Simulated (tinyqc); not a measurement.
# Deep-level transient spectroscopy: amplitude against reverse bias

Schottky contact on an n-type layer with shallow donors Nd (all ionised) and a donor-like deep trap, neutral when filled and positive when empty; depletion approximation. Traps within lam of the depletion edge stay filled. A long pulse to Vp fills the traps beyond x1 = Wp - lam; back at Vr those between x1 and x2 = Wr - lam emit. A rate window reads S = C(t2) - C(t1).

lam = sqrt(2 eps0 eps_r (EF - ET)/(q Nd)), EF - ET = Et - (kB T/q) ln(Nc(T)/Nd), Nc(T) = Nc (T/300 K)^1.5. In the steady state at the band bending V, 2 eps0 eps_r V/q = Nd W^2 + Nt (W - lam)^2 (the second term only if W > lam). W(t)^2 = Wr^2 + (Nt/Nd)(x2^2 - x1^2) exp(-en t), C = eps0 eps_r/W; for small Nt, dC/C = -(Nt/2 Nd) G exp(-en t) with G = (x2^2 - x1^2)/Wr^2. Listed at t = 0.

Inputs (values chosen for the exercise); material values close to those of indium phosphide:
- eps_r = 12.3 (relative permittivity)
- Nc = 5.67e17 cm^-3 (conduction-band density of states at 300 K)
- Nd = 6.3e14 cm^-3 (shallow donor density)
- Vbi = 0.66 V (built-in voltage)
- Et = 0.38 eV (depth of the trap below the conduction edge)
- Nt = 1.4e13 cm^-3 (trap density)
- Vp = 0 V (reverse bias during the filling pulse)
- T = 234 K (temperature of the transient)

Constants: q = 1.602176634e-19 C, kB = 1.380649e-23 J/K, eps0 = 8.8541878128e-14 F/cm where lengths are in cm. Results are converted to the units shown.

Result of one run:
```
Wr (nm)	G	dC(0)/C (%)	2 Nd |dC|/C (cm^-3)
5102.2	0.72463	-0.79555	1.0024e13
```

Which reverse bias Vr gave this result: 0.5, 3.3, 8.9, 11.6 or 17.2 V?

Vr = 11.6 V.

The whole series:
```
Vr (V)	Wr (nm)	G	dC(0)/C (%)	2 Nd |dC|/C (cm^-3)
0.5	1577.2	0.20136	-0.22298	2.8096e12
3.3	2905.3	0.53334	-0.58739	7.4011e12
6.1	3792.1	0.63543	-0.69864	8.8029e12
8.9	4507.0	0.69018	-0.75816	9.5528e12
11.6	5102.2	0.72463	-0.79555	1.0024e13
14.4	5653.4	0.75036	-0.82345	1.0375e13
17.2	6155.3	0.76994	-0.84466	1.0643e13
20	6619.1	0.78549	-0.86151	1.0855e13
```

G rises from 0.201 to 0.785, since lam = 735 nm and x1 weigh less in a wider layer. The simple estimate 2 Nd |dC|/C reaches 20.1 % of the true Nt in the first row and 77.5 % in the last.

tinyqc, about 0.01 s, one thread, Intel Xeon 2.30GHz (shared host): `OMP_NUM_THREADS=1 python tinyqc.py 2050017 2050018 out.jsonl`
